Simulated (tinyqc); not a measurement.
Pariser-Parr-Pople SCF with singles CI, for the molecule C=CC(=C)C(F)=CF (SMILES; centres numbered as the heavy atoms are written), step by step. One step of it, computed by the program tinyqc.

Task: Singles CI, singlets. Over the 4 single excitations with the smallest orbital gaps: A = (e_a - e_i) delta + 2 (ia|jb) - (ij|ab), with (pq|rs) = sum c_mp c_mq gamma_mn c_nr c_ns. f = 2/3 w |mu|^2 in atomic units, mu = sqrt2 sum c_ia sum_m c_mi c_ma R_m.

orbital energies (eV): [-18.496888, -18.217693, -12.788908, -10.235719, -8.898220, -1.940254, -0.388060, 1.982238]

coefficients, order 1C, 2C, 3C, 4C, 5C, 6F, 7C, 8F:
```
[[0.004677, 0.003990, 0.292597, 0.535717, -0.361182, 0.471787, -0.466335, 0.238438],
 [0.014686, 0.011067, 0.478970, 0.481219, -0.192748, -0.295741, 0.491035, -0.415870],
 [0.055325, 0.039549, 0.613985, -0.121432, 0.323996, -0.364038, -0.064997, 0.601607],
 [0.014095, 0.013078, 0.358974, -0.110155, 0.604532, 0.610548, 0.075210, -0.338748],
 [0.200166, 0.138382, 0.344111, -0.480145, -0.320917, -0.173760, -0.495673, -0.461477],
 [0.634177, 0.730315, -0.155806, 0.143389, 0.081143, 0.033841, 0.085550, 0.067643],
 [0.204598, -0.105287, 0.175705, -0.432235, -0.486275, 0.384836, 0.520138, 0.272488],
 [0.715818, -0.659190, -0.074671, 0.128953, 0.126208, -0.072289, -0.089339, -0.041622]]
```

repulsion gamma_rs (eV), order 1C, 2C, 3C, 4C, 5C, 6F, 7C, 8F:
```
[[11.130000, 5.344699, 3.872421, 2.880801, 3.517518, 4.350171, 2.621043, 2.427069],
 [5.344699, 11.130000, 5.346017, 3.871811, 3.872236, 3.907306, 2.881202, 2.510767],
 [3.872421, 5.346017, 11.130000, 5.344495, 5.345541, 4.350788, 3.872343, 3.137504],
 [2.880801, 3.871811, 5.344495, 11.130000, 3.872306, 3.137863, 3.518152, 2.831739],
 [3.517518, 3.872236, 5.345541, 3.872306, 11.130000, 6.302522, 5.345207, 4.350035],
 [4.350171, 3.907306, 4.350788, 3.137863, 6.302522, 21.400000, 4.350270, 4.146887],
 [2.621043, 2.881202, 3.872343, 3.518152, 5.345207, 4.350270, 11.130000, 6.299332],
 [2.427069, 2.510767, 3.137504, 2.831739, 4.350035, 4.146887, 6.299332, 21.400000]]
```

Centres (angstrom, eV; a flat drawing with bonds scaled to 1.40 angstrom):
```
centre          x          y  core charge z          W   gamma_rr
1C       2.113000   1.277000              1  11.160000  11.130000
2C       1.969000  -0.116000              1  11.160000  11.130000
3C       0.691000  -0.687000              1  11.160000  11.130000
4C       0.546000  -2.080000              1  11.160000  11.130000
5C      -0.443000   0.134000              1  11.160000  11.130000
6F      -0.299000   1.526000              2  39.000000  21.400000
7C      -1.721000  -0.438000              1  11.160000  11.130000
8F      -2.855000   0.384000              2  39.000000  21.400000
```

Give: singlet CI matrix; singlet excitation energies; oscillator strengths.

Result:

singlet CI matrix (eV), order 5>6, 4>6, 5>7, 4>7:
```
[[4.5713, -0.3034, -0.0162, 0.1532],
 [-0.3034, 5.2147, 0.2972, -0.0449],
 [-0.0162, 0.2972, 5.3755, 0.1347],
 [0.1532, -0.0449, 0.1347, 6.9457]]
```

singlet excitation energies (eV): [4.4356, 5.0628, 5.6412, 6.9676]

oscillator strengths: [0.3195, 0.1673, 1.0269, 0.1715]
